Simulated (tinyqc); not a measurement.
The width of the window: equation-of-state fits to an energy-volume table made by a known binding curve. Computed by tinyqc, a small Python program. Command: `OMP_NUM_THREADS=1 python tinyqc.py 3022978 3022979 out.jsonl eosfit walk`. One thread of a shared host (Intel(R) Xeon(R) Processor @ 2.30GHz), about 0.03 s of CPU time with the checks.

With x = (V/V_0)^(1/3), the energy per atom is E = -D [1 + eta (x - 1)] exp(-eta (x - 1)), so that B0 = D eta^2/(9 V_0) and B' = 1 + 2 eta/3. B' = dB/dP at P = 0.

Inputs (values chosen for the exercise, for a model crystal):

| quantity | value | unit |
|---|---|---|
| cohesive energy D | 2.17 | eV/atom |
| true volume V_0 | 11.7 | angstrom^3/atom |
| stiffness eta | 4.6 | - |
| shift of the window centre s | 0.014 | - |
| points N | 5 | - |
| compression V/V_0 for the pressure test | 0.75 | - |

Binding curve: universal binding. Noise: none.

Constants: 1 eV/angstrom^3 = 160.2176634 GPa.

Method:
- B0 and B' from the formulas above; P = -dE/dV at V = c V_0 (c the compression chosen), from the curve itself.
- Table: V_j = V_0 [1 + s + w (2 j/(N - 1) - 1)], j = 0..N-1, rounded to 0.001; E_j from the curve, rounded to 1e-7 eV.
- Murnaghan: E = E0 + (B0 V/B') [(V0/V)^B'/(B' - 1) + 1] - B0 V0/(B' - 1), P = (B0/B') [(V0/V)^B' - 1].
- Birch-Murnaghan: E = E0 + (9 V0 B0/16) [y^3 B' + y^2 (2 - 4 y)], y = (V0/V)^(2/3) - 1; P = (3 B0/2) (x^7 - x^5) [1 + (3/4)(B' - 4)(x^2 - 1)], x = (V0/V)^(1/3).
- Vinet: E = E0 + (9 B0 V0/h^2) {1 + [h (1 - x) - 1] exp(h (1 - x))}, P = 3 B0 (1 - x) x^-2 exp(h (1 - x)), x = (V/V0)^(1/3), h = (3/2)(B' - 1).
- All are least-squares fits to the energies; for polynomials in V, B0 = V E'' and B' = -1 - V E'''/E'' at the minimum.
- The table is made anew for each w.

exact B0 = 69.8646 GPa

exact B' = 4.06667

Errors (%):

| w | B0, parabola | B0, cubic | B0, Murnaghan | B0, Birch-Murnaghan | B0, Vinet | B', Birch-Murnaghan |
|---|---|---|---|---|---|---|
| 0.03 | -6.655 | -0.038 | 0.005 | 0.001 | -0.001 | 0.505 |
| 0.05 | -6.200 | 0.306 | -0.082 | -0.025 | -0.002 | 0.496 |
| 0.08 | -5.075 | 1.154 | -0.292 | -0.086 | 0.000 | 0.450 |
| 0.12 | -2.743 | 2.925 | -0.718 | -0.213 | 0.000 | 0.298 |
| 0.16 | 0.598 | 5.484 | -1.301 | -0.389 | 0.000 | 0.079 |
| 0.22 | 7.683 | 10.988 | -2.442 | -0.742 | 0.000 | -0.361 |

What does the comparison show, and why?

The Birch-Murnaghan error of B0 is smallest among these at w = 0.03 (0.001 % in size); it is 0.001 % at the narrowest and 0.742 % at the widest. This error comes from the form and grows with w. The Vinet form is the binding curve itself here, so its error comes from noise and rounding alone. At the widest window the errors of B0 are +7.7 % for the parabola and +11.0 % for the cubic in V. The parabola changes sign: it reports the mean curvature of the window, which the shift s biases one way and the width the other.

Extremes, crossings and ranges named in words are read from the listed rows.
